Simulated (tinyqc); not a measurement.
Worked calculation: Pariser-Parr-Pople SCF with singles CI, for the molecule C=C1C=CC=CC=C1O (SMILES; centres numbered as the heavy atoms are written). One step of it, computed by the program tinyqc.

Task: PPP integrals. Ohno: gamma = 14.399645/sqrt(R^2 + a^2), a = 2 x 14.399645/(gamma_rr + gamma_ss); H_rr = -W_r - sum_(s != r) z_s gamma_rs; H_rs = beta for bonds.

Centres (angstrom, eV; a flat drawing with bonds scaled to 1.40 angstrom):
```
centre,x,y,core charge z,W,gamma_rr
1C,-2.112000,-1.307000,1,11.160000,11.130000
2C,-0.850000,-0.700000,1,11.160000,11.130000
3C,0.244000,-1.573000,1,11.160000,11.130000
4C,1.609000,-1.261000,1,11.160000,11.130000
5C,2.217000,0.000000,1,11.160000,11.130000
6C,1.609000,1.261000,1,11.160000,11.130000
7C,0.244000,1.573000,1,11.160000,11.130000
8C,-0.850000,0.700000,1,11.160000,11.130000
9O,-2.112000,1.307000,2,33.000000,21.500000
```

Resonance integrals (eV):
```
i,j,beta
1,2,-2.390000
2,3,-2.390000
3,4,-2.390000
4,5,-2.390000
5,6,-2.390000
6,7,-2.390000
7,8,-2.390000
8,9,-2.240000
8,2,-2.390000
```

Give: repulsion gamma_rs; core matrix H.

Result:

repulsion gamma_rs (eV), lower triangle:
```
,1C,2C,3C,4C,5C,6C,7C,8C,9O
1C,11.1300
2C,7.5527,11.1300
3C,5.3313,7.5549,11.1300
4C,3.6549,5.0799,7.5533,11.1300
5C,3.0615,4.2333,5.0781,7.5541,11.1300
6C,3.0621,4.2341,4.2336,5.0802,7.5541,11.1300
7C,3.6553,5.0792,4.2331,4.2336,5.0781,7.5533,11.1300
8C,5.3315,7.5539,5.0792,4.2341,4.2333,5.0799,7.5549,11.1300
9O,5.2192,5.6921,3.7655,3.1260,3.1254,3.7651,5.6917,8.6990,21.5000
```

core matrix H (eV), lower triangle:
```
,1C,2C,3C,4C,5C,6C,7C,8C,9O
1C,-53.2477
2C,-2.3900,-63.8322
3C,0.0000,-2.3900,-57.7544
4C,0.0000,0.0000,-2.3900,-54.8020
5C,0.0000,0.0000,0.0000,-2.3900,-54.2032
6C,0.0000,0.0000,0.0000,0.0000,-2.3900,-55.4873
7C,0.0000,0.0000,0.0000,0.0000,0.0000,-2.3900,-59.9311
8C,0.0000,-2.3900,0.0000,0.0000,0.0000,0.0000,-2.3900,-67.6249
9O,0.0000,0.0000,0.0000,0.0000,0.0000,0.0000,0.0000,-2.2400,-72.0839
```
